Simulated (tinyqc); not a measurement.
Surface photovoltage measurement of the minority-carrier diffusion length in a wafer. Changing the photon flux entering. Computed by tinyqc, a small Python program. Command: `OMP_NUM_THREADS=1 python tinyqc.py 3130169 3130170 out.jsonl spv sweep`. One thread of a shared host (Intel(R) Xeon(R) Processor @ 2.30GHz), about 0.01 s of CPU time with the checks.

Low injection, steady light, a depletion layer much thinner than 1/alpha and L. The excess density dn is taken at the front edge of the neutral region; light that reaches the back is lost.

Inputs (values chosen for the exercise, modelled on p-type silicon at room temperature):
```
quantity                                             value        unit
diffusion length L                                      46  micrometre
wafer thickness W                                      775  micrometre
diffusivity D                                         32.9      cm^2/s
front recombination velocity S_f                       810        cm/s
back recombination velocity S_b                      33000        cm/s
minority density at the surface barrier scale n_0  3.6e+08      1/cm^3
temperature T                                          298           K
wavelength                                             807          nm
```

Constants: k_B = 8.617333262e-05 eV/K.

Method:
- alpha = (84.732/lambda - 76.417)^2 per cm with lambda in micrometre (an empirical fit for silicon between 0.7 and 1.05 micrometre).
- Thick wafer: dn = Phi L/((S_f + D/L)(L + 1/alpha)). Finite wafer, with s = S_b L/D, w = W/L, a = alpha L: dn = [Phi a/(a^2 - 1)] [a - B - exp(-alpha W)(a - s)/(cosh w + s sinh w)]/(S_f + B D/L), B = (sinh w + s cosh w)/(cosh w + s sinh w).
- Photovoltage V = (k_B T/e) ln(1 + dn/n_0). Lifetime = L^2/D.

One run for each value:
```
photon flux entering (1/(cm^2 s))  photovoltage V (mV)  dn, finite wafer (1/cm^3)
1.00e+10                                    7.0659e-02                 9.9193e+05
1.00e+11                                    6.9799e-01                 9.9193e+06
1.00e+12                                    6.2496e+00                 9.9193e+07
1.00e+13                                    3.3979e+01                 9.9193e+08
1.00e+14                                    8.6073e+01                 9.9193e+09
1.00e+15                                    1.4438e+02                 9.9193e+10
1.00e+16                                    2.0343e+02                 9.9193e+11
```

What does the table show, and why?

Over the rows, photovoltage V (mV) rises from 0.0707 to 203 (exponent d ln y / d ln x 0.99 between the first rows and 0.15 between the last); dn, finite wafer (1/cm^3) rises from 992000 to 9.92e11 (exponent d ln y / d ln x about 1.0 throughout). At the low end the exponent of photovoltage V is 0.99, close to 1: the linear range.

Caution (rows 1.00e12, 1.00e13, 1.00e14, 1.00e15, 1.00e16): dn is not small against n_0, so V is not linear in the flux; the constant-flux reading then needs dn, not V.

Extremes, crossings and ranges named in words are read from the listed rows.
